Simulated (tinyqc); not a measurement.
Slater-Koster d bands of an fcc metal: one step. The block of one bond. Four cases, with inputs chosen for the exercise.

Problem. Direction (1,1,0)/sqrt2; its eigenvalues must be dds once, ddp twice and ddd twice.

Slater-Koster d bands. For a bond with direction cosines (l, m, n) the 5 x 5 block is dds Ps + ddp Pp + ddd (1 - Ps - Pp), the projectors on sigma, pi and delta states about the bond; for instance <xy|xy> = 3 l^2 m^2 dds + (l^2 + m^2 - 4 l^2 m^2) ddp + (n^2 + l^2 m^2) ddd, <xy|yz> = 3 l m^2 n dds + l n (1 - 4 m^2) ddp + l n (m^2 - 1) ddd and <3z2-r2|3z2-r2> = (n^2 - (l^2 + m^2)/2)^2 dds + 3 n^2 (l^2 + m^2) ddp + (3/4)(l^2 + m^2)^2 ddd. H(k) sums the blocks times cos(k.R) over the neighbours; the d level is the zero of energy; k in 2 pi/a.

Give: block.

Case 1.

Values chosen (out of a larger set: of the size met in Ir; not measured data): dds = -1.12 eV (dd sigma); ddp = 0.605 eV (dd pi); ddd = -0.134 eV (dd delta).

Solution.

block (eV):
```
             xy      yz      zx   x2-y2   3z2-r2
xy      -0.8735       0       0       0   0.4270
yz            0  0.2355  0.3695       0        0
zx            0  0.3695  0.2355       0        0
x2-y2         0       0       0  0.6050        0
3z2-r2   0.4270       0       0       0  -0.3805
```

Case 2.

Values chosen (out of a larger set: of the size met in Co; not measured data): dds = -0.482 eV (dd sigma); ddp = 0.236 eV (dd pi); ddd = -0.077 eV (dd delta).

Solution.

block (eV):
```
             xy      yz      zx   x2-y2   3z2-r2
xy      -0.3807       0       0       0   0.1754
yz            0  0.0795  0.1565       0        0
zx            0  0.1565  0.0795       0        0
x2-y2         0       0       0  0.2360        0
3z2-r2   0.1754       0       0       0  -0.1782
```

Case 3.

Values chosen (out of a larger set: of the size met in Co; not measured data): dds = -0.494 eV (dd sigma); ddp = 0.207 eV (dd pi); ddd = -0.035 eV (dd delta).

Solution.

block (eV):
```
             xy      yz      zx   x2-y2   3z2-r2
xy      -0.3792       0       0       0   0.1988
yz            0  0.0860  0.1210       0        0
zx            0  0.1210  0.0860       0        0
x2-y2         0       0       0  0.2070        0
3z2-r2   0.1988       0       0       0  -0.1497
```

Case 4.

Values chosen (out of a larger set: of the size met in Ni; not measured data): dds = -0.412 eV (dd sigma); ddp = 0.251 eV (dd pi); ddd = -0.074 eV (dd delta).

Solution.

block (eV):
```
             xy      yz      zx   x2-y2   3z2-r2
xy      -0.3275       0       0       0   0.1464
yz            0  0.0885  0.1625       0        0
zx            0  0.1625  0.0885       0        0
x2-y2         0       0       0  0.2510        0
3z2-r2   0.1464       0       0       0  -0.1585
```

Computed by tinyqc, one run a case: `OMP_NUM_THREADS=1 python tinyqc.py N N+1 out.jsonl` with N = 1452108, 1452184, 1452712, 1452815; one thread of a shared Intel(R) Xeon(R) Processor @ 2.30GHz, about 0.06 s a run at most.
